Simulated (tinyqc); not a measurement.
# Quantum point contact as a saddle point: plateau quality against temperature

Potential V0 - m wx^2 x^2/2 + m wy^2 y^2/2; energies are counted from V0. Mode n = 0, 1, ... transmits T_n(E) = 1/(1 + exp(-2 pi (E - E_n)/wx)), E_n = wy (n + 1/2); each mode carries 2 q^2/h.

g(T) = int g(E) (-df/dE) dE = int g(mu + x kB T) dx/(4 cosh^2(x/2)), g(E) the zero-temperature value at E, g = G/(2 q^2/h).

Values chosen for this exercise:
- wy = 5.9 meV (transverse quantum hbar wy)
- wx = 5.2 meV (curvature of the barrier hbar wx)

Constants: q = 1.602176634e-19 C, kB = 1.380649e-23 J/K, Vt = kB T/q. Results are converted to the units shown.

Results:
```
T (K),slope wy dg/dmu at mu = wy,slope at mu = 1.5 wy,g at mu = wy
0.1,0.3820,1.794,1.000
0.22,0.3822,1.793,1.000
0.47,0.3832,1.790,1.000
1,0.3876,1.778,1.000
2.2,0.4100,1.725,1.000
10,0.7756,1.229,1.000
22,0.9441,1.007,1.013
```

Estimate the missing row, T = 4.7 K.

Computed row:
```
T (K),slope wy dg/dmu at mu = wy,slope at mu = 1.5 wy,g at mu = wy
4.7,0.5079,1.555,1.000
```

With this row back in the table: The slope on the first plateau rises from 0.382 to 0.944 and the slope on the second riser falls from 1.79 to 1.01; a slope of 1 everywhere means no steps at all. The plateau slope passes 0.5 at T = 4.7 K among the rows.

tinyqc, about 0.03 s, one thread, Intel Xeon 2.30GHz (shared host): `OMP_NUM_THREADS=1 python tinyqc.py 2740009 2740010 out.jsonl`
